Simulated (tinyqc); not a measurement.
Inside a calculation. Method: Hubbard ring of 6 sites. Computed by tinyqc, a small Python program that keeps every step. Settings: hopping = 1.2, U = 2.9, mixing = 0.5, iteration cap = 51. Command: `OMP_NUM_THREADS=1 python tinyqc.py 27875 27876 out.jsonl` (the two numbers bound the seeds that draw the settings). One thread of a shared host (Intel(R) Xeon(R) Processor @ 2.60GHz), about 0.2 s of CPU time with the checks.

one-body matrix (hopping and site energies) (eV):
```
           1          2          3          4          5          6
1   0.000000  -1.200000   0.000000   0.000000   0.000000  -1.200000
2  -1.200000   0.000000  -1.200000   0.000000   0.000000   0.000000
3   0.000000  -1.200000   0.000000  -1.200000   0.000000   0.000000
4   0.000000   0.000000  -1.200000   0.000000  -1.200000   0.000000
5   0.000000   0.000000   0.000000  -1.200000   0.000000  -1.200000
6  -1.200000   0.000000   0.000000   0.000000  -1.200000   0.000000
```

U = 2.900000 eV

electrons, up and down: 3  3

n(up) at the start (a guess, not normalised): 1 0.550000, 2 0.450000, 3 0.550000, 4 0.450000, 5 0.550000, 6 0.450000

n(down) at the start (a guess): 1 0.450000, 2 0.550000, 3 0.450000, 4 0.550000, 5 0.450000, 6 0.550000

Each step fills the lowest levels of T + U n(other spin) and sets n(new) = n + mixing (n(out) - n); stop when output and input agree to 1e-8.

Course of the cycle:
```
iteration       E (eV)  largest |n(out) - n(in)|  mean |n_up - n_down|
1          -5.25016715                  3.80e-05              0.100076
2          -5.25016717                  3.78e-05              0.100114
3          -5.25016720                  3.76e-05              0.100151
4          -5.25016722                  3.74e-05              0.100188
5          -5.25016724                  3.72e-05              0.100225
6          -5.25016727                  3.70e-05              0.100262
7          -5.25016729                  3.67e-05              0.100298
8          -5.25016731                  3.65e-05              0.100335
9          -5.25016734                  3.63e-05              0.100371
10         -5.25016736                  3.61e-05              0.100407
11         -5.25016738                  3.59e-05              0.100442
...                ...                       ...                   ...
41         -5.25016794                  3.01e-05              0.101421
42         -5.25016796                  2.99e-05              0.101450
43         -5.25016797                  2.97e-05              0.101480
44         -5.25016799                  2.95e-05              0.101509
45         -5.25016800                  2.93e-05              0.101539
46         -5.25016802                  2.92e-05              0.101567
47         -5.25016803                  2.90e-05              0.101596
48         -5.25016805                  2.88e-05              0.101625
49         -5.25016806                  2.86e-05              0.101653
50         -5.25016808                  2.85e-05              0.101682
51         -5.25016809                  2.83e-05              0.101710
```

Can the last value be used, and what does the course show?

Not by the stop rule, although the second column moves by less than 1e-07 over the last three steps. Not converged within 51 iterations: the residual falls steadily but slowly, by a factor of about 0.99 a step. The lowest mean-field energy found from random starts is -5.25017 eV. Reruns (cap 100 unless said): mixing 0.2: not converged; mixing 0.9: not converged; the original settings with a cap of 400: not converged.
